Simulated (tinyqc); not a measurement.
# Ground and coupling capacitance from two measurements

Question. A line has Cg to the planes and Cc to each of two neighbours. Find Cg, Cc, the load when both neighbours switch in antiphase, and the pulse on the line when it floats and both neighbours swing by Vx.

Inputs (values chosen for the exercise):
```
symbol  value  unit  meaning
Vx        0.7     V    swing
```

capacitance with neighbours driven alike and with neighbours grounded (aF/um): 110  216

Answer. Driven alike, Cc carries no charge, which leaves Cg; grounded neighbours give Cg + 2 Cc, antiphase Cg + 4 Cc; a floating line divides the swing as 2 Cc/(Cg + 2 Cc).

Cg = 110 aF/um
Cc = 53.0 aF/um
load in antiphase = 322 aF/um
pulse = 0.344 V

Numbers from tinyqc (`OMP_NUM_THREADS=1 python tinyqc.py 2790219 2790220 out.jsonl`; about 0.6 s on one thread of a shared Intel Xeon 2.30GHz).
